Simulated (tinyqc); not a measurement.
# Tunnelling through a two-layer gate stack, WKB transmission and Tsu-Esaki current: what changes with what

Electrons leave the emitter at x = 0. Energies E (motion across the layers) are in eV from the emitter Fermi level; the collector Fermi level lies at -V and offers states at every E. No charge in the dielectric and no image force: F1 = V/(t1 + t2 eps1/eps2), F2 = F1 eps1/eps2; U = phi1 - F1 x in layer 1 and phi2 - F1 t1 - F2 (x - t1) in layer 2. With C = hbar^2/(2 m0), kappa = sqrt(m (U - E)/C) where U > E and 0 elsewhere; T(E) = exp(-S), S = 2 times the integral of kappa over x.

Parameters, values chosen for the exercise; layer 1 close to silicon dioxide, layer 2 close to hafnium oxide: temperature T = 300 K; Fermi energy of the emitter above its band bottom Ef = 0.23 eV; emitter mass in the supply function me = 1 m0; barrier of layer 1 above the emitter Fermi level at zero bias phi1 = 3.1 eV; tunnelling mass of layer 1 m1 = 0.52 m0; thickness of layer 1 t1 = 0.6 nm; relative permittivity of layer 1 eps1 = 4.05; barrier of layer 2 at zero bias phi2 = 1.44 eV; tunnelling mass of layer 2 m2 = 0.2 m0; thickness of layer 2 t2 = 2.5 nm; relative permittivity of layer 2 eps2 = 21; voltage across the dielectric V = 0.5 V.

Constants: q = 1.602176634e-19 C, kB = 1.380649e-23 J/K, hbar = 1.054571817e-34 J s, m0 = 9.1093837015e-31 kg, Vt = kB T/q, hbar^2/(2 m0) = 0.0380998212 eV nm^2. Results are converted to the units shown.

Each table varies one quantity; the others keep the values above.

## Effect of the tunnelling mass m1

Each layer adds (2/F) sqrt(m/C) [G(u at its left edge) - G(u at its right edge)] to S, with u = U - E (0 where negative) and G(u) = (2/3) u^1.5. J = J0 times the integral of T(E) N(E) dE, N = ln[(1 + exp(-E/Vt))/(1 + exp((-E - V)/Vt))], J0 = q^2 me m0 kB T/(2 pi^2 hbar^3) (times 1e-4 for A/cm^2 per eV), from E = -Ef to far above the barrier (T = 1 there), by quadrature converged to the digits shown.

Effect of the tunnelling mass m1:
```
m1 (m0)  S at E = 0  T(E = 0)  J (A/cm^2)  mean E of the current (eV)
0.12          15.41  2.039e-7       40.50                     -0.1213
0.15          15.84  1.323e-7       26.05                     -0.1210
0.2           16.47  7.021e-8       13.64                     -0.1204
0.25          17.03  4.017e-8       7.720                     -0.1200
0.31          17.63  2.203e-8       4.184                     -0.1195
0.4           18.43  9.894e-9       1.849                     -0.1188
0.5           19.22  4.491e-9      0.8265                     -0.1181
0.63          20.14  1.797e-9      0.3247                     -0.1174
```

J falls from 40.5 to 0.325 A/cm^2. S goes as m1^(0.16): only one of the two layers feels this mass, so the power is below 0.5. In every row a layer is thinner than 0.8 nm, a few atomic planes, where an effective mass is a rough description.

## Effect of the barrier height

Same model as above.

Effect of the barrier height:
```
phi1 (eV)  S at E = 0  T(E = 0)  J (A/cm^2)  mean E of the current (eV)
1.6             17.10  3.753e-8       6.483                     -0.1154
1.89            17.61  2.258e-8       3.968                     -0.1161
2.17            18.06  1.437e-8       2.558                     -0.1167
2.46            18.49  9.289e-9       1.673                     -0.1172
2.74            18.89  6.252e-9       1.136                     -0.1176
3.03            19.28  4.241e-9      0.7767                     -0.1179
3.31            19.64  2.969e-9      0.5474                     -0.1182
3.6             19.99  2.085e-9      0.3869                     -0.1185
```

What does the comparison show?

J falls from 6.48 to 0.387 A/cm^2, on average 0.612 decades for each eV, while S rises from 17.1 to 20.0. In every row a layer is thinner than 0.8 nm, a few atomic planes, where an effective mass is a rough description.

Computed by the program tinyqc: `OMP_NUM_THREADS=1 python tinyqc.py 2540162 2540163 out.jsonl`, one thread of a shared Intel Xeon 2.30GHz, about 0.03 s for the whole run.
